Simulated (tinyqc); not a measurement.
Worked calculation: elastic strain and critical thickness of a cubic alloy layer A(1-x)B(x) on a thick substrate. Computed by tinyqc, a small Python program that keeps every step. Command: `OMP_NUM_THREADS=1 python tinyqc.py 3009637 3009638 out.jsonl misfit walk`. One thread of a shared host (Intel(R) Xeon(R) Processor @ 2.30GHz), about 0.01 s of CPU time with the checks. Intermediate numbers are printed to about 5 digits and carried at full precision; extremes and crossings named in words are read from the listed rows.

Strain is positive in tension. The layer is coherent with the substrate unless said otherwise.

Inputs (values chosen for the exercise, modelled on In(1-x)Ga(x)P on GaAs):

| quantity | value | unit |
|---|---|---|
| fraction x of B | 0.16 | - |
| lattice constant a_A | 5.869 | angstrom |
| lattice constant a_B | 5.451 | angstrom |
| substrate lattice constant a_S | 5.653 | angstrom |
| layer thickness h | 3.9 | nm |
| X-ray wavelength | 1.540593 | angstrom |
| start of the iteration h0/b | 0.2 | - |

Growth plane: (111). Layer: uncapped. Misfit dislocation: 60-degree.

C11, C12, C44 of A (GPa): 100.4  55.48  45.49

C11, C12, C44 of B (GPa): 138.3  61.14  70.21

## Alloy by Vegard's rule, and misfit

a = (1 - x) a_A + x a_B, the same rule for each C_ij; misfit f = (a_S - a)/a, the in-plane strain of the coherent layer.

free lattice constant a = 5.80212 angstrom

elastic constants (GPa): C11 106.4640, C12 56.3856, C44 49.4452

misfit f = -0.025701

The layer is compressed in the plane by 2.57 %.

## Biaxial strain, stress and energy

(111): D = 2 (C11 + 2 C12 - 2 C44)/(C11 + 2 C12 + 4 C44), M = 6 C44 (C11 + 2 C12)/(C11 + 2 C12 + 4 C44). The free surface carries no normal stress, so e_perp = -D f; dV/V = 2 f + e_perp; stress = M f; energy per area = M f^2 h (1 GPa nm = 1 J/m^2).

ratio D = 0.57717

normal strain e_perp = 0.014834

volume strain dV/V = -0.036568

biaxial modulus M = 155.97 GPa

in-plane stress = -4.0085 GPa

strain energy per area = 0.40179 J/m^2

Caution: above about 2 % misfit, linear elasticity is rough and compressed layers tend to form islands before dislocations.

## Symmetric X-ray reflection

Reflection 111: d = a_perp/sqrt(3), with a_perp = a (1 + e_perp) for the coherent layer, a for the relaxed layer and a_S for the substrate; sin(theta) = lambda/(2 d).

Bragg angles:

| crystal | a_perp (angstrom) | theta (degrees) | from substrate (arcsec) |
|---|---|---|---|
| substrate | 5.6530 | 13.651 | 0.0 |
| coherent layer | 5.8882 | 13.096 | -1998.7 |
| relaxed layer | 5.8021 | 13.294 | -1286.6 |

peak separation of the coherent layer = -1998.7 arcsec

The coherent layer lies 1.55 times as far from the substrate peak as a relaxed one, about 1 + D = 1.58: reading its peak as relaxed would overstate the mismatch by that factor.

## Isotropic constants and the prefactor A

Voigt averages: G = (C11 - C12 + 3 C44)/5, B = (C11 + 2 C12)/3, nu = (3 B - 2 G)/(2 (3 B + G)); b = a/sqrt(2). The 60-degree dislocation has cos alpha = 1/2, and cos lambda = sqrt(3)/6 on (111), for glide on an inclined {111} plane. Matthews-Blakeslee: h_c = A [ln(h_c/b) + 1], A = b (1 - nu cos^2 alpha)/(8 pi |f| (1 + nu) cos lambda), the factor 8 pi being that of an uncapped layer.

shear modulus G = 39.6828 GPa

Poisson ratio nu = 0.27010

Burgers vector b = 0.41027 nm

prefactor A = 1.6154 nm

## Critical thickness by fixed-point iteration

Start at h0, put the right side back in, and stop when the change is below 1e-9 h or h turns negative.

Iteration:

| step | h in (nm) | h out (nm) | change (nm) |
|---|---|---|---|
| 1 | 0.082054 | -0.98446 | -1.0665 |

critical thickness h_c (Matthews-Blakeslee) = -0.98446 nm

The start lies below the lower, unphysical root of the equation, so h falls and turns negative, where the logarithm fails.

Reruns converge with start of the iteration h0/b = 20.0; or with start of the iteration h0/b = 1.0.

Checks made by the program: D and M against the full stiffness tensor (relative difference below 1e-10).
